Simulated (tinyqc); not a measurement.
Two-valley model of the transferred-electron effect. Changing the valley separation dE. Computed by tinyqc, a small Python program. Command: `OMP_NUM_THREADS=1 python tinyqc.py 3009511 3009512 out.jsonl gunn sweep`. One thread of a shared host (Intel(R) Xeon(R) Processor @ 2.30GHz), about 0.02 s of CPU time with the checks.

Both kinds of valley share one electron temperature T_e, and each has a constant mobility.

Inputs (values chosen for the exercise, modelled on In0.53Ga0.47As):

| quantity | value | unit |
|---|---|---|
| central-valley mass m1 | 0.042 | m_0 |
| satellite-valley mass m2 | 0.24 | m_0 |
| satellite valleys Z | 4 | - |
| central-valley mobility mu1 | 12000 | cm^2/(V s) |
| satellite-valley mobility mu2 | 200 | cm^2/(V s) |
| energy relaxation time tau_E | 1.1 | ps |
| lattice temperature T | 300 | K |

Solver: damped fixed point.

Constants: k_B = 8.617333262e-05 eV/K.

Method. Density-of-states ratio R = Z (m2/m1)^(3/2); n2/n1 = R exp(-dE/(k_B T_e)); mean mobility mu = (mu1 + mu2 n2/n1)/(1 + n2/n1); energy balance e mu F^2 = (3/2) k_B (T_e - T)/tau_E; v = mu F. Using T_e as the parameter, F(T_e) = sqrt(3 k_B (T_e - T)/(2 e mu tau_E)) and v = mu F; find the first maximum and the next minimum of v, and the most negative dv/dF between them.

One run for each value:

| valley separation dE (eV) | threshold field (kV/cm) | peak velocity (1e7 cm/s) | peak-to-valley ratio | T_e at the threshold (K) |
|---|---|---|---|---|
| 0.14 | 3.915 | 0.983 | 1.001 | 628 |
| 0.19 | 2.530 | 1.347 | 1.103 | 590 |
| 0.25 | 2.538 | 1.753 | 1.210 | 679 |
| 0.34 | 2.838 | 2.264 | 1.308 | 847 |
| 0.45 | 3.246 | 2.780 | 1.375 | 1068 |
| 0.60 | 3.763 | 3.366 | 1.426 | 1378 |
| 0.80 | 4.373 | 4.022 | 1.463 | 1797 |
| 1.10 | 5.163 | 4.845 | 1.494 | 2429 |
| 1.40 | 5.852 | 5.548 | 1.511 | 3063 |

What does the table show?

Over the rows, threshold field (kV/cm) goes from 3.91 through a minimum among these rows, 2.53 at 0.190, to 5.85; peak velocity (1e7 cm/s) rises from 0.983 to 5.55 (exponent d ln y / d ln x 1.0 between the first rows and 0.56 between the last); peak-to-valley ratio rises from 1.00 to 1.51 (exponent d ln y / d ln x 0.32 between the first rows and 0.047 between the last).

Caution (rows 1.40): T_e at the threshold exceeds 3000 K, outside the range of a Maxwellian in parabolic valleys.

Extremes, crossings and ranges named in words are read from the listed rows.
